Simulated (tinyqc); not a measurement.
Tunnelling through a two-layer gate stack, WKB transmission and Tsu-Esaki current: two steps of the calculation.

Electrons leave the emitter at x = 0. Energies E (motion across the layers) are in eV from the emitter Fermi level; the collector Fermi level lies at -V and offers states at every E. No charge in the dielectric and no image force: F1 = V/(t1 + t2 eps1/eps2), F2 = F1 eps1/eps2; U = phi1 - F1 x in layer 1 and phi2 - F1 t1 - F2 (x - t1) in layer 2. With C = hbar^2/(2 m0), kappa = sqrt(m (U - E)/C) where U > E and 0 elsewhere; T(E) = exp(-S), S = 2 times the integral of kappa over x.

Values chosen for this exercise; layer 1 close to silicon dioxide, layer 2 close to aluminium oxide: barrier of layer 1 above the emitter Fermi level at zero bias phi1 = 2.99 eV; tunnelling mass of layer 1 m1 = 0.49 m0; thickness of layer 1 t1 = 1.1 nm; relative permittivity of layer 1 eps1 = 3.76; barrier of layer 2 at zero bias phi2 = 2.59 eV; tunnelling mass of layer 2 m2 = 0.41 m0; thickness of layer 2 t2 = 3.4 nm; relative permittivity of layer 2 eps2 = 8.85; voltage across the dielectric V = 0.3 V; energy of the electron followed E = 0 eV.

Constants: q = 1.602176634e-19 C, hbar = 1.054571817e-34 J s, m0 = 9.1093837015e-31 kg, hbar^2/(2 m0) = 0.0380998212 eV nm^2. Results are converted to the units shown.

Task 1. Fields and band edges. F1 = V/(t1 + t2 eps1/eps2), F2 = F1 eps1/eps2; U = phi1 - F1 x in layer 1 and phi2 - F1 t1 - F2 (x - t1) in layer 2. EOT = 3.9 (t1/eps1 + t2/eps2).

Give: F1; F2; U at the end of layer 1; U at the start of layer 2; U at the end of layer 2; EOT.

Result 1.

F1 = 1.1790 MV/cm
F2 = 0.50091 MV/cm
U at the end of layer 1 = 2.8603 eV
U at the start of layer 2 = 2.4603 eV
U at the end of layer 2 = 2.2900 eV
EOT = 2.6393 nm

Task 2. WKB exponent in closed form. Each layer adds (2/F) sqrt(m/C) [G(u at its left edge) - G(u at its right edge)] to S, with u = U - E (0 where negative) and G(u) = (2/3) u^1.5. The slope follows from 1/d = -dS/dE.

Give: S; T(E); energy d over which T(E) grows by a factor e.

Result 2.

S = 47.870
T(E) = 1.6230e-21
energy d over which T(E) grows by a factor e = 0.10477 eV

The midpoint rule gives S = 47.870, so its T(E) is within 0.01 % of this value. The band edge stays above E through the whole stack: direct tunnelling through a trapezoid.

Program tinyqc, `OMP_NUM_THREADS=1 python tinyqc.py 2540047 2540048 out.jsonl`; Intel Xeon 2.30GHz, shared host, one thread, about 0.03 s.
